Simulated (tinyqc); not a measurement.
Undoped symmetric double-gate MOSFET, analytic potential model: two steps of the calculation.

An undoped body of thickness ts between two equal insulators and tied gates; long channel, electrons only, n = ni exp((psi - V)/Vt) with V the quasi-Fermi potential (0 at the source, Vd at the drain), constant mobility, no quantisation. Across the body psi(x) = V - 2 Vt ln[(ts/(2 beta)) sqrt(q ni/(2 eps0 eps_r Vt)) cos(2 beta x/ts)], x from the centre. Q is the electron charge per area of the whole body.

Values chosen for this exercise; material values close to those of silicon:
```
symbol    value        unit                                     meaning
T           300           K                                 temperature
eps_r      11.9              relative permittivity of the semiconductor
Nc      2.83e19       cm^-3      conduction-band density of states at T
ts           15          nm                              body thickness
mu          330  cm^2/(V s)                            channel mobility
L             1          um                                 gate length
Vd          0.8           V                               drain voltage
```

Constants: q = 1.602176634e-19 C, kB = 1.380649e-23 J/K, Vt = kB T/q, eps0 = 8.8541878128e-14 F/cm where lengths are in cm. Results are converted to the units shown.

Question 1. Charges and drain current. beta (between 0 and pi/2) solves (Vg - V0 - V)/(2 Vt) = ln(beta) - ln(cos beta) + 2 r beta tan(beta). Q = 8 eps0 eps_r Vt beta tan(beta)/ts; I = mu (1/L)(4 eps0 eps_r/ts)(2 Vt)^2 [g(beta_s) - g(beta_d)] per width, g = beta tan(beta) - beta^2/2 + r beta^2 tan^2(beta), with beta_s at V = 0 and beta_d at V = Vd.

beta_s = 1.3506493
beta_d = 0.0043311068
r = 0.68

Find: Qs; Qd; g(beta_s); g(beta_d); I.

Answer 1.

Qs = 876.84 nC/cm^2
Qd = 0.0027251 nC/cm^2
g(beta_s) = 29.896
g(beta_d) = 9.3796e-6
I = 74.105 uA/um

The term r beta^2 tan^2(beta), which gives the square law, makes up 82.9 % of g at the source.

Question 2. Potential and electron density across the body at the source. psi(x) as above with V = 0 and beta = beta_s; n = ni exp(psi/Vt).

x/ts, point 0 to 6: 0  0.1  0.2  0.3  0.4  0.45  0.5
beta_s = 1.3506493
ni = 1.0733666e10 cm^-3

Wanted: psi; n.

Answer 2.

```
point  psi (V)  n (cm^-3)
0      0.47691  1.1027e18
1      0.47882  1.1873e18
2      0.48485  1.4994e18
3      0.49615  2.3215e18
4      0.51585  4.9736e18
5      0.53152  9.1168e18
6      0.55558  2.3125e19
```

The density at the surface is 21.0 times that at the centre (1/cos^2 beta). It reaches 0.82 Nc, where Boltzmann statistics overestimate it.

Numbers from tinyqc (`OMP_NUM_THREADS=1 python tinyqc.py 2440164 2440165 out.jsonl`; about 0.02 s on one thread of a shared Intel Xeon 2.30GHz).
